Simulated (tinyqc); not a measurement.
Two mixing rules: virtual-crystal alloy in the empirical-pseudopotential method.

Empirical pseudopotential on the fcc lattice, atoms at +/- tau, tau = a (1,1,1)/8, no spin-orbit coupling. H(G,G') = c (2 pi/a)^2 |k + G|^2 delta + VS(q) cos(q.tau) + i VA(q) sin(q.tau), q = G - G', c = hbar^2/2m0; k and G in units of 2 pi/a; VS at |q|^2 = 3, 8, 11 and VA at 3, 4, 11, in rydberg, zero elsewhere. At each k the basis holds all G with |k + G|^2 up to 16; energies are counted from the fourth level at Gamma.

Virtual crystal A(1-x)B(x): a = (1 - x) a_A + x a_B. Rule linear: V = (1 - x) V_A + x V_B. Rule volume: V = [(1 - x) a_A^3 V_A + x a_B^3 V_B]/a^3, since a form factor is an atomic potential divided by the cell volume.

Constants: hbar^2/2m0 = 3.80998211 eV angstrom^2; Ry = 13.60569312 eV.

Inputs chosen for the exercise (classic local form factors of the size used for Si (A) and Ge (B), which place X and L only to a few tenths of an eV; the results hold for these values, not for the real material): a = (5.423, 5.656) angstrom (lattice constants of A, B); VSA = (-0.213, 0.041, 0.078) Ry (symmetric form factors of A); VAA = (0, 0, 0) Ry (antisymmetric form factors of A); VSB = (-0.234, 0.011, 0.059) Ry (symmetric form factors of B); VAB = (0, 0, 0) Ry (antisymmetric form factors of B).

Gaps from the valence top to the fifth band at Gamma, at L = (1/2,1/2,1/2) and at the lowest of k = (f,0,0), f = 0.70, 0.75, ..., 1.00. Both rules agree at the ends.

Gaps (eV):

| x | Gamma, linear | Delta/X, linear | L, linear | Gamma, volume | Delta/X, volume | L, volume |
|---|---|---|---|---|---|---|
| 0.25 | 3.229 | 0.855 | 1.609 | 3.168 | 0.856 | 1.586 |
| 0.50 | 2.573 | 0.929 | 1.400 | 2.491 | 0.931 | 1.370 |
| 0.75 | 1.897 | 1.000 | 1.182 | 1.835 | 1.001 | 1.159 |

At x = 0.5 the volume rule moves Gamma by -82 meV, Delta/X by +2 meV and L by -30 meV, that is the bowing by -4 times these; the lattice constants differ by 4.3 %, and the rules would coincide for equal ones.

tinyqc: `OMP_NUM_THREADS=1 python tinyqc.py 1050324 1050325 out.jsonl`; about 0.3 s, one thread, shared Intel(R) Xeon(R) Processor @ 2.30GHz.
